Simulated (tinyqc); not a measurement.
Born-von Karman spring model of a cubic crystal with one atom per cell. From one set of inputs to another, one input at a time. Computed by tinyqc, a small Python program. Command: `OMP_NUM_THREADS=1 python tinyqc.py 3019632 3019633 out.jsonl springs ladder`. One thread of a shared host (Intel(R) Xeon(R) Processor @ 2.30GHz), about 0.3 s of CPU time with the checks.

First neighbours lie at a/2 (1,1,0) (12 of them), second at a (1,0,0) (6), with all permutations and signs; the volume per atom is Omega = a^3/4. Two shells of springs match a real metal only roughly, above all at the zone boundary.

The inputs printed are set A. Set A is modelled on nickel; the values taken over come from a set modelled on silver. Inputs not listed in the table keep their values of set A, so the rows need not describe a real material.

Inputs (values chosen for the exercise, modelled on nickel):
```
quantity                value           unit
lattice constant a       3.52       angstrom
atomic mass M           58.69              u
radial spring k1L        2.09  eV/angstrom^2
transverse spring k1T  -0.021  eV/angstrom^2
radial spring k2L       0.064  eV/angstrom^2
transverse spring k2T  -0.035  eV/angstrom^2
mesh divisions n            6              -
temperature T             400              K
```

Lattice: fcc.

Constants: 1 eV/angstrom^3 = 160.2176634 GPa; u = 1.6605390666e-27 kg; nu for 1 eV/(angstrom^2 u) = 15.6333042 THz; h x 1 THz = 4.135667696 meV; k_B = 8.617333262e-05 eV/K; hbar^2/u = 4.18015928e-03 eV angstrom^2; hbar = 1.054571817e-34 J s; k_B = 1.380649e-23 J/K.

Method:
- [ij,kl] = (1/(2 Omega)) sum_R K_ij R_k R_l; C11 = [xx,xx], C44 = [xx,yy], C12 = 2 [xy,xy] - C44; B = (C11 + 2 C12)/3; Zener ratio A = 2 C44/(C11 - C12). K(R) = kL n n^T + kT (1 - n n^T).
- rho = M/Omega and v = sqrt(C/rho), with C = C11, C44, C44 along [100]; (C11 + C12 + 2 C44)/2, C44, (C11 - C12)/2 along [110]; (C11 + 2 C12 + 4 C44)/3 and twice (C11 - C12 + C44)/3 along [111].
- A neighbour at R with unit vector n couples by the matrix K(R) = kL n n^T + kT (1 - n n^T), and D(q) = (1/M) sum_R K(R) [1 - cos(q.R)].
- An eigenvalue lambda of D in eV/(angstrom^2 u) gives nu = 15.6333042 THz x sqrt(lambda).
- Mesh: q = sum_i (m_i + 1/2)/n b_i, m_i = 0..n-1, with b = [[-1, 1, 1], [1, -1, 1], [1, 1, -1]] in 2 pi/a; sums are averages over the n^3 points, per atom.
- With x = h nu/(k_B T) and n = 1/(exp(x) - 1) for each mode: F = k_B T [x/2 + ln(1 - exp(-x))], U = k_B T x (n + 1/2), S/k_B = x n - ln(1 - exp(-x)), C/k_B = x^2 n (n + 1).
- <u_x^2> = (1/3) sum over modes of hbar^2/(2 M h nu) coth(x/2); zero-point energy = sum h nu/2. <u_x^2> converges slowly with the mesh, from below, with an error of order 1/n.
- Christoffel matrix G_xx = C11 n_x^2 + C44 (1 - n_x^2), G_xy = (C12 + C44) n_x n_y, with eigenvalues rho v^2; v_m^-3 is the mean of v^-3 over three branches and all directions (12 Gauss-Legendre points in cos(theta) times 24 angles phi = (j + 1/2) pi/12); q_D = (6 pi^2/Omega)^(1/3); Theta = hbar v_m q_D/k_B.

Each row keeps all changes above it:
```
input moved                              from      to  C44 (GPa)  elastic Debye temperature (K)  <u_x^2> (angstrom^2)
set A                                       -       -     85.889                         408.46             0.0070280
atomic mass M (u)                       58.69  107.87     85.889                         301.29             0.0069504
radial spring k2L (eV/angstrom^2)       0.064   0.011     85.889                         294.20             0.0071572
lattice constant a (angstrom)            3.52    4.09     73.919                         294.20             0.0071572
temperature T (K)                         400     200     73.919                         294.20             0.0037162
radial spring k1L (eV/angstrom^2)        2.09    1.38     46.107                         232.22             0.0057449
transverse spring k1T (eV/angstrom^2)  -0.021    -0.1     36.823                         190.20             0.0075328
```

C44 goes from 85.9 to 36.8, a factor 0.429 in all. The largest single move comes from radial spring k1L (a factor 0.624). Elastic Debye temperature goes from 408 to 190, a factor 0.466 in all. The largest single move comes from atomic mass M (a factor 0.738). <u_x^2> goes from 0.00703 to 0.00753, a factor 1.07 in all. The largest single move comes from temperature T (a factor 0.519), but it runs against the net change; the largest move in the direction of the net change is radial spring k1L (a factor 1.55). The single moves hold for this order of the switches; the total does not depend on the order.

Extremes, crossings and ranges named in words are read from the listed rows.
